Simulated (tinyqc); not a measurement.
Raising U: Hubbard chain of 3 sites, mean field against exact. Computed by the program tinyqc. Collinear unrestricted mean field (the lowest of 40 random starts) against exact diagonalisation.

one-body matrix (hopping and site energies) (eV):
```
         1        2        3
1   0.0000  -1.6300   0.0000
2  -1.6300   0.0000  -1.6300
3   0.0000  -1.6300   0.0000
```

electrons, up and down: 2  1

Exact and mean-field results (eV):

| U | U/t | E exact | E mean field | mean \|n_up - n_down\| | double occupancy, exact | first gap in the sector |
|---|---|---|---|---|---|---|
| 0.8100 | 0.4969 | -4.127943 | -4.109205 | 0.3670 | 0.1885 | 2.1925 |
| 1.6300 | 1.0000 | -3.689575 | -3.615975 | 0.4127 | 0.1678 | 2.0596 |
| 3.2600 | 2.0000 | -2.966746 | -2.716667 | 0.5556 | 0.1286 | 1.7735 |
| 4.8900 | 3.0000 | -2.421120 | -2.025783 | 0.7289 | 0.0960 | 1.5058 |
| 6.5200 | 4.0000 | -2.014791 | -1.572481 | 0.8375 | 0.0715 | 1.2821 |
| 9.7800 | 6.0000 | -1.477975 | -1.070716 | 0.9262 | 0.0416 | 0.9619 |
| 13.0400 | 8.0000 | -1.153570 | -0.808431 | 0.9584 | 0.0263 | 0.7581 |
| 19.5600 | 12.0000 | -0.793407 | -0.541420 | 0.9815 | 0.0128 | 0.5254 |
| 32.6000 | 20.0000 | -0.484194 | -0.325590 | 0.9933 | 0.0049 | 0.3220 |

What does the comparison show, and why?

In absolute terms mean field is worst at U/t = 4.0, 0.442 eV too high: at small U it is nearly exact, and at large U it misses only exchange-scale energies. Relative to the exact energy its error is 0.5 % at the smallest U, 33 % at most and 33 % at the largest. The double occupancy falls from 0.189 to 0.005; at the largest U the first gap is 0.99 times the exchange scale 4t^2/U.
